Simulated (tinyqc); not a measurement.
Worked calculation: Born-von Karman spring model of a cubic crystal with one atom per cell. Computed by tinyqc, a small Python program that keeps every step. Command: `OMP_NUM_THREADS=1 python tinyqc.py 3022331 3022332 out.jsonl springs walk`. One thread of a shared host (Intel(R) Xeon(R) Processor @ 2.30GHz), about 0.2 s of CPU time with the checks. Intermediate numbers are printed to about 6 digits and carried at full precision; extremes and crossings named in words are read from the listed rows.

First neighbours lie at a/2 (1,1,1) (8 of them), second at a (1,0,0) (6), with all permutations and signs; the volume per atom is Omega = a^3/2. Two shells of springs match a real metal only roughly, above all at the zone boundary.

Inputs (values chosen for the exercise, modelled on tantalum):

| quantity | value | unit |
|---|---|---|
| lattice constant a | 3.3 | angstrom |
| atomic mass M | 180.95 | u |
| radial spring k1L | 3.38 | eV/angstrom^2 |
| transverse spring k1T | -0.29 | eV/angstrom^2 |
| radial spring k2L | 1.6 | eV/angstrom^2 |
| transverse spring k2T | -0.071 | eV/angstrom^2 |
| mesh divisions n | 8 | - |
| temperature T | 400 | K |

Lattice: bcc.

wave vector q (2 pi/a): 0.2  0.23  0.011

Constants: nu for 1 eV/(angstrom^2 u) = 15.6333042 THz; 1 eV/angstrom^3 = 160.2176634 GPa; u = 1.6605390666e-27 kg; h x 1 THz = 4.135667696 meV; k_B = 8.617333262e-05 eV/K; hbar^2/u = 4.18015928e-03 eV angstrom^2; hbar = 1.054571817e-34 J s; k_B = 1.380649e-23 J/K.

## Dynamical matrix at q

A neighbour at R with unit vector n couples by the matrix K(R) = kL n n^T + kT (1 - n n^T), and D(q) = (1/M) sum_R K(R) [1 - cos(q.R)].

D(q) (eV/(angstrom^2 u)):
```
           x          y          z
x  0.0277691  0.0210108  0.0008239
y  0.0210108  0.0311615  0.0009998
z  0.0008239  0.0009998  0.0150512
```

## Frequencies and polarisations

Diagonalise D. An eigenvalue lambda of D in eV/(angstrom^2 u) gives nu = 15.6333042 THz x sqrt(lambda). Eigenvectors are columns, with the largest component positive; the longitudinal weight is (e.q)^2/q^2.

eigenvalues (eV/(angstrom^2 u)): 0.0083854  0.0150050  0.0505915

frequencies (THz): 1.43157  1.91500  3.51633

polarisation vectors:
```
      mode 1     mode 2    mode 3
x   0.734736  -0.032686  0.677565
y  -0.678265  -0.019328  0.734563
z   0.010914   0.999279  0.036371
```

longitudinal weights: 0.000858  0.000000  0.999142

Mode 3 is the most longitudinal, with weight 1.00.

## Elastic constants from long waves

[ij,kl] = (1/(2 Omega)) sum_R K_ij R_k R_l; C11 = [xx,xx], C44 = [xx,yy], C12 = 2 [xy,xy] - C44; B = (C11 + 2 C12)/3; Zener ratio A = 2 C44/(C11 - C12). K(R) = kL n n^T + kT (1 - n n^T).

C11 = 245.991 GPa

C12 = 153.841 GPa

C44 = 83.7340 GPa

bulk modulus B = 184.558 GPa

Zener ratio A = 1.81735

C12 - C44 = 70.11 GPa: the Cauchy relation fails because sum_R kT R^2 is not zero; a negative sum gives a positive Cauchy pressure.

## Sound velocities

rho = M/Omega and v = sqrt(C/rho), with C = C11, C44, C44 along [100]; (C11 + C12 + 2 C44)/2, C44, (C11 - C12)/2 along [110]; (C11 + 2 C12 + 4 C44)/3 and twice (C11 - C12 + C44)/3 along [111].

density rho = 16722.3 kg/m^3

Velocities (m/s):

| direction | longitudinal | transverse 1 | transverse 2 |
|---|---|---|---|
| [100] | 3835.41 | 2237.71 | 2237.71 |
| [110] | 4118.54 | 2237.71 | 1659.91 |
| [111] | 4208.69 | 1872.42 | 1872.42 |

Along [110] the two transverse waves differ by a factor sqrt(2 C44/(C11 - C12)) = 1.348.

## Frequencies at the zone boundary

The formulas are those given above.

Frequencies (THz) at points given in 2 pi/a:

| point | nu 1 | nu 2 | nu 3 |
|---|---|---|---|
| H (1, 0, 0) | 4.49107 | 4.49107 | 4.49107 |
| N (0.5, 0.5, 0) | 2.26430 | 3.05249 | 5.61817 |
| P (0.5, 0.5, 0.5) | 4.23814 | 4.23814 | 4.23814 |

## Highest frequency at H

Take the highest frequency at H = (1, 0, 0) (2 pi/a).

highest frequency at H = 4.49107 THz

## Dispersion against the sound-wave line

The last column divides the top branch by the straight line with its slope at G. End points in 2 pi/a: H = (1, 0, 0), N = (0.5, 0.5, 0).

Frequencies (THz) along two lines:

| line | fraction of the way | nu 1 | nu 2 | nu 3 | nu 3 / linear |
|---|---|---|---|---|---|
| G-H | 0.10 | 0.67599 | 0.67599 | 1.14849 | 0.988167 |
| G-H | 0.25 | 1.66192 | 1.66192 | 2.69738 | 0.928335 |
| G-H | 0.40 | 2.57323 | 2.57323 | 3.84541 | 0.827152 |
| G-H | 0.55 | 3.35980 | 3.35980 | 4.48276 | 0.701269 |
| G-H | 0.70 | 3.97008 | 3.97008 | 4.65513 | 0.572185 |
| G-H | 0.85 | 4.35792 | 4.35792 | 4.56642 | 0.462231 |
| G-H | 1.00 | 4.49107 | 4.49107 | 4.49107 | 0.386414 |
| G-N | 0.10 | 0.35422 | 0.47751 | 0.87887 | 0.995893 |
| G-N | 0.25 | 0.86651 | 1.16814 | 2.14998 | 0.974495 |
| G-N | 0.40 | 1.33092 | 1.79421 | 3.30228 | 0.935489 |
| G-N | 0.55 | 1.72179 | 2.32113 | 4.27209 | 0.880163 |
| G-N | 0.70 | 2.01751 | 2.71979 | 5.00582 | 0.810332 |
| G-N | 0.85 | 2.20174 | 2.96815 | 5.46294 | 0.728270 |
| G-N | 1.00 | 2.26430 | 3.05249 | 5.61817 | 0.636620 |

Along G-H the top branch ends at 39 % of its linear extrapolation. Along G-N the top branch ends at 64 % of its linear extrapolation, which is the 2/pi of a pure sine: planes normal to this line couple to their next planes alone. A Debye model keeps the straight line throughout.

## Thermal sums on a mesh

Mesh: q = sum_i (m_i + 1/2)/n b_i, m_i = 0..n-1, with b = [[0, 1, 1], [1, 0, 1], [1, 1, 0]] in 2 pi/a; sums are averages over the n^3 points, per atom. With x = h nu/(k_B T) and n = 1/(exp(x) - 1) for each mode: F = k_B T [x/2 + ln(1 - exp(-x))], U = k_B T x (n + 1/2), S/k_B = x n - ln(1 - exp(-x)), C/k_B = x^2 n (n + 1). <u_x^2> = (1/3) sum over modes of hbar^2/(2 M h nu) coth(x/2); zero-point energy = sum h nu/2. <u_x^2> converges slowly with the mesh, from below, with an error of order 1/n.

free energy F = -92.7895 meV/atom

energy U = 105.140 meV/atom

entropy S = 5.74219 k_B/atom

heat capacity C = 2.95020 k_B/atom

<u_x^2> = 0.00570484 angstrom^2

zero-point energy = 22.1486 meV/atom

C is 98 % of the classical 3 k_B, and the zero-point energy is 21 % of U.

## Debye temperature from the elastic constants

Christoffel matrix G_xx = C11 n_x^2 + C44 (1 - n_x^2), G_xy = (C12 + C44) n_x n_y, with eigenvalues rho v^2; v_m^-3 is the mean of v^-3 over three branches and all directions (12 Gauss-Legendre points in cos(theta) times 24 angles phi = (j + 1/2) pi/12); q_D = (6 pi^2/Omega)^(1/3); Theta = hbar v_m q_D/k_B.

mean velocity v_m = 2216.88 m/s

Debye wave number q_D = 1.48815 1/angstrom

elastic Debye temperature = 251.989 K

## Full spectrum, Debye and Einstein heat capacities

Mesh: q = sum_i (m_i + 1/2)/n b_i, m_i = 0..n-1, with b = [[0, 1, 1], [1, 0, 1], [1, 1, 0]] in 2 pi/a; sums are averages over the n^3 points (here n = 14), per atom. Debye: C = 9 k_B (T/Theta)^3 int_0^(Theta/T) x^4 e^x/(e^x - 1)^2 dx with the elastic Theta. Einstein: three modes at the root-mean-square frequency. The last column is the Theta that makes the Debye formula give the full C at that T.

root-mean-square frequency = 3.74478 THz

Heat capacity (k_B/atom):

| T (K) | full spectrum | Debye | Einstein | Theta from C (K) |
|---|---|---|---|---|
| 30 | 0.52006 | 0.36571 | 0.27072 | 218.830 |
| 45 | 1.12171 | 0.90944 | 0.91531 | 223.015 |
| 63 | 1.69649 | 1.50926 | 1.58610 | 226.496 |
| 88 | 2.18753 | 2.05653 | 2.14336 | 228.894 |
| 130 | 2.57666 | 2.50412 | 2.56461 | 230.501 |
| 190 | 2.78897 | 2.75187 | 2.78598 | 231.289 |
| 250 | 2.87512 | 2.85297 | 2.87407 | 231.593 |
| 380 | 2.94490 | 2.93506 | 2.94470 | 231.833 |

The apparent Theta runs from 219 to 232 K against the elastic 252 K; at high T it tends to sqrt(5/3) h nu_rms/k_B = 232 K. At the lowest T the Debye value is 0.70 and the Einstein value 0.52 times the full one; dispersion bends the branches below the sound lines, so the real spectrum has more low modes than Debye assumes. At the highest T Debye misses by 0.33 % and Einstein by 0.0069 %.

Checks made by the program: slopes of the dispersion along [110] against the sound velocities (relative difference 2e-08); F = U - T S (relative difference below 1e-10).
